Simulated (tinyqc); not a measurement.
Inside a calculation. Model: junction field-effect transistor with two gates, gradual channel with velocity saturation.

Program tinyqc, `OMP_NUM_THREADS=1 python tinyqc.py 2500126 2500127 out.jsonl`; Intel Xeon 2.30GHz, shared host, one thread, about 0.1 s. Printed values are rounded.

A uniformly doped n-type channel, depleted from both sides by p+ gates; at channel potential V the depleted share of a is u = sqrt((Vbi - Vg + V)/Vp), s at the source. Electrons drift with v = mu E/(1 + mu E/vsat). Abrupt depletion edge, no series resistance, source at 0.

Values chosen for this exercise; material values those of a made-up semiconductor: temperature T = 250 K; relative permittivity of the semiconductor eps_r = 16; conduction-band density of states at T Nc = 3.85e17 cm^-3; band gap Eg = 1.52 eV; valence-band density of states at T Nv = 8.29e18 cm^-3; donor density of the channel Nd = 1e17 cm^-3; half the channel thickness a = 260 nm; low-field mobility at this doping mu = 3700 cm^2/(V s); saturation velocity vsat = 9.3e6 cm/s; gate length L = 0.3 um; gate width W = 100 um; acceptor density of the gates Na = 4.6e18 cm^-3; gate voltage Vg = -1.5 V; drain voltage Vd = 0.093 V.

Constants: q = 1.602176634e-19 C, kB = 1.380649e-23 J/K, Vt = kB T/q, eps0 = 8.8541878128e-14 F/cm where lengths are in cm. Results are converted to the units shown.

Range of the model: The gate is shorter than twice a, where the gradual-channel approximation fails.

## Built-in and pinch-off voltages

ni = sqrt(Nc Nv) exp(-Eg/(2 Vt)), Eg in volts; Vbi = Vt ln(Na Nd/ni^2); Vp = q Nd a^2/(2 eps0 eps_r); G0 = 2 q mu Nd a W/L; Z = mu Vp/(vsat L); s = sqrt((Vbi - Vg)/Vp). VT = Vbi - Vp.

Vbi = 1.47827 V
Vp = 3.82260 V
VT = -2.34433 V
G0 = 1027.53 mS
Z = 50.6939
s = 0.882679

Z = 50.7: velocity saturation dominates.

## Current below saturation

u = sqrt((Vbi - Vg + Vd)/Vp). I = (G0 Vp/3) F/(1 + Z (u^2 - s^2)), F = 3 (u^2 - s^2) - 2 (u^3 - s^3), with u at V = Vd; Z = 0 gives constant mobility, for which u stops at 1.

u = 0.896354
F = 0.00806257
I for Z = 0 = 10.5561 mA
I = 4.72663 mA

The falling mobility lowers the current by 55.2 %.

## Iteration 1: the saturation point by Newton steps

u at the start = 1

a is the channel (half-)thickness, Vp its pinch-off voltage and Z = mu Vp/(vsat L); an iterate with u > 1 is an overshoot, not a physical state. f = (1 - u)(1 + Z (u^2 - s^2)) - Z F/3, F = 3 (u^2 - s^2) - 2 (u^3 - s^3); f' = -(1 + Z (u^2 - s^2)); u(new) = u - f/f'.

f = -0.643188
f' = -12.1972
u after iteration 1 = 0.947267

## Iteration 2: the saturation point by Newton steps

As before.

f = -0.138488
f' = -6.99169
u after iteration 2 = 0.927460

## Course of the iteration: the saturation point by Newton steps

Stop when u changes by less than 1e-10, or after 60 iterations.

Course of the iteration:
```
iteration,u,|change|
1,0.947267,0.0527
2,0.927460,0.0198
3,0.923798,3.66e-3
4,0.923666,1.32e-4
5,0.923666,1.72e-7
6,0.923666,2.90e-13
```

Converged in 6 iterations. At the end the number of correct digits about doubles with each step.

## Saturation voltage, current and transconductance

um = 0.923666

Vdsat = Vp (um^2 - s^2); Isat = (G0 Vp/Z)(1 - um), which is 2 q Nd vsat a W (1 - um); gm = G0 (um - s)/(1 + Z (um^2 - s^2)). For Z = 0: Vdsat = Vp (1 - s^2), Isat = (G0 Vp/3)(1 - 3 s^2 + 2 s^3), gm = G0 (1 - s).

Vdsat = 0.283011 V
Isat = 5.91447 mA
gm = 8.86040 mS
Vdsat for Z = 0 = 0.844327 V
Isat for Z = 0 = 49.8350 mA
gm for Z = 0 = 120.551 mS

The current saturates with 7.63 % of the channel still open at the drain, at 0.119 of the constant-mobility current.
